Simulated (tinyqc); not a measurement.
# Worked calculation: short-channel transistor, virtual-source model with series resistance

tinyqc, about 0.01 s, one thread, Intel Xeon 2.30GHz (shared host): `OMP_NUM_THREADS=1 python tinyqc.py 2380078 2380079 out.jsonl` Printed values are rounded.

The current per gate width is the charge at the top of the source barrier (the virtual source) times its velocity times a saturation function; al and be are fitting constants of the model. Units: I in uA/um, Rs in ohm um, so I Rs = 1e-6 I Rs in volts; Q in uC/cm^2, so I = 1e-4 Q vx0 Fsat with vx0 in cm/s.

Values chosen for this exercise:

| symbol | value | unit | meaning |
|---|---|---|---|
| T | 293 | K | temperature |
| Cinv | 1.1 | uF/cm^2 | inversion capacitance |
| vx0 | 1.01e7 | cm/s | velocity at the virtual source |
| mu | 840 | cm^2/(V s) | apparent mobility |
| L | 32 | nm | channel length |
| VT0 | 0.36 | V | threshold at zero drain voltage |
| dl | 0.072 | V/V | drain-induced barrier lowering |
| n0 | 1.38 |  | subthreshold factor |
| nd | 0.1 | 1/V | growth of n with drain voltage |
| al | 3.5 |  | threshold shift (in units of Vt) from weak to strong inversion |
| be | 1.8 |  | sharpness of saturation |
| Rs | 30 | ohm um | series resistance of each contact |
| Vgs | 1 | V | gate voltage |
| Vds | 1 | V | drain voltage |

Constants: q = 1.602176634e-19 C, kB = 1.380649e-23 J/K, Vt = kB T/q. Results are converted to the units shown.

## Iteration 1: current through the series resistance

I at the start = 0 uA/um

Intrinsic voltages Vg' = Vgs - I Rs, Vd' = Vds - 2 I Rs. n = n0 + nd Vd', VT = VT0 - dl Vd', Ff = 1/(1 + exp((Vg' - VT + al Vt/2)/(al Vt))), Q = Cinv n Vt ln(1 + exp((Vg' - VT + al Vt Ff)/(n Vt))), Vdsat = (vx0 L/mu)(1 - Ff) + Vt Ff, Fsat = u/(1 + u^be)^(1/be) with u = Vd'/Vdsat, and I(out) = Q vx0 Fsat per width. (Fsat takes the sign of u.) I(new) = I + 0.3 (I(out) - I).

Vg' = 1 V
Vd' = 1 V
VT = 0.288 V
Ff = 1.921649e-4
Q = 0.7832187 uC/cm^2
Vdsat = 0.03847365 V
Fsat = 0.9984258
I(out) = 789.8056 uA/um
I after iteration 1 = 236.9417 uA/um

## Iteration 2: current through the series resistance

As before.

Vg' = 0.9928917 V
Vd' = 0.9857835 V
VT = 0.2890236 V
Ff = 2.106831e-4
Q = 0.7742755 uC/cm^2
Vdsat = 0.03847340 V
Fsat = 0.9983848
I(out) = 780.7551 uA/um
I after iteration 2 = 400.0857 uA/um

## Course of the iteration: current through the series resistance

Stop when I changes by less than 1e-7 uA/um, or after 80 iterations.

Course of the iteration:

| iteration | I (uA/um) | \|change\| (uA/um) |
|---|---|---|
| 1 | 236.9417 | 237 |
| 2 | 400.0857 | 163 |
| 3 | 512.4170 | 112 |
| 4 | 589.7615 | 77.3 |
| 5 | 643.0164 | 53.3 |
| 6 | 679.6845 | 36.7 |
| 7 | 704.9319 | 25.2 |
| 8 | 722.3157 | 17.4 |
| 9 | 734.2852 | 12.0 |
| ... | ... | ... |
| 51 | 760.7459 | 1.87e-6 |
| 52 | 760.7459 | 1.29e-6 |
| 53 | 760.7459 | 8.85e-7 |
| 54 | 760.7459 | 6.09e-7 |
| 55 | 760.7459 | 4.20e-7 |
| 56 | 760.7459 | 2.89e-7 |
| 57 | 760.7459 | 1.99e-7 |
| 58 | 760.7459 | 1.37e-7 |
| 59 | 760.7459 | 9.43e-8 |

Converged in 59 iterations. At the end each change is about 0.69 times the one before: linear convergence.

## What the series resistance costs

converged I = 760.7459 uA/um
I0 = 789.8056 uA/um

Intrinsic voltages Vg' = Vgs - I Rs, Vd' = Vds - 2 I Rs. n = n0 + nd Vd', VT = VT0 - dl Vd', Ff = 1/(1 + exp((Vg' - VT + al Vt/2)/(al Vt))), Q = Cinv n Vt ln(1 + exp((Vg' - VT + al Vt Ff)/(n Vt))), Vdsat = (vx0 L/mu)(1 - Ff) + Vt Ff, Fsat = u/(1 + u^be)^(1/be) with u = Vd'/Vdsat, and I = Q vx0 Fsat per width. I0 is the current for Rs = 0. Effective velocity I/Q; transit time L Q/I.

loss against I0 = 3.679346 %
effective velocity = 1.008271e7 cm/s
transit time = 0.3173750 ps

The carriers leave the virtual source at 99.8 % of vx0: the device is in saturation.
